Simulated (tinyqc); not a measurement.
What moves the count of states: density of states of one tight-binding band on the simple cubic lattice.

E(k) = -2 t (c1 + c2 + c3) - 4 t2 (c1 c2 + c2 c3 + c3 c1) with ci = cos(2 pi ki); k in fractions of the reciprocal vectors, mesh k_i = j/N with j = 0 .. N-1. Densities are per cell and per spin, so the band holds one state.

Each cube of the mesh, corners numbered 0 to 7 as the binary number (i j l), is cut into six tetrahedra around the diagonal 0-7: 0137, 0157, 0237, 0267, 0457, 0467. For corner energies e1 <= e2 <= e3 <= e4 and eij = ei - ej, the share of the tetrahedron below E is n = (E - e1)^3/(e21 e31 e41) for e1 < E < e2; n = [e21^2 + 3 e21 x + 3 x^2 - (e31 + e42) x^3/(e32 e42)]/(e31 e41) with x = E - e2 for e2 < E < e3; n = 1 - (e4 - E)^3/(e41 e42 e43) for e3 < E < e4; its density of states is g = dn/dE.

Gaussian broadening: g(E) = mean over the mesh of exp(-(E - E_k)^2/(2 sigma^2))/(sigma sqrt(2 pi)), n(E) = mean of erfc((E_k - E)/(sigma sqrt 2))/2.

Parameters, chosen for this exercise: t = 0.76 eV (nearest hopping); t2 = 0.13 eV (second hopping); E = -0.39 eV (energy at which the density is wanted); sigma = 0.38 eV (Gaussian width).

Linear method and Gaussian sum with N = 14.

Results for these values:
```
case  n linear  g linear (1/eV)  n Gaussian  g Gaussian (1/eV)
base    0.3693           0.1798      0.3709             0.1762
```

What happens to each result for sigma = 0.76 eV, all else kept?

Answer: n linear does not change at the printed digits; g linear does not change at the printed digits; n Gaussian rises from 0.3709 to 0.3782; g Gaussian falls from 0.1762 to 0.1689.

The same for each parameter in turn:
```
case             n linear  g linear (1/eV)  n Gaussian  g Gaussian (1/eV)
base               0.3693           0.1798      0.3709             0.1762
t = 0.836 eV       0.3806           0.1646      0.3819             0.1624
E = -0.314 eV      0.3830           0.1805      0.3843             0.1778
sigma = 0.76 eV    0.3693           0.1798      0.3782             0.1689
t2 = 0.168 eV      0.3536           0.1782      0.3556             0.1708
```

Computed by tinyqc, a small Python program: `OMP_NUM_THREADS=1 python tinyqc.py 1682749 1682750 out.jsonl` (the numbers bound the seed that draws the inputs); one thread of a shared host (Intel(R) Xeon(R) Processor @ 2.30GHz), about 0.2 s for the whole set of steps.
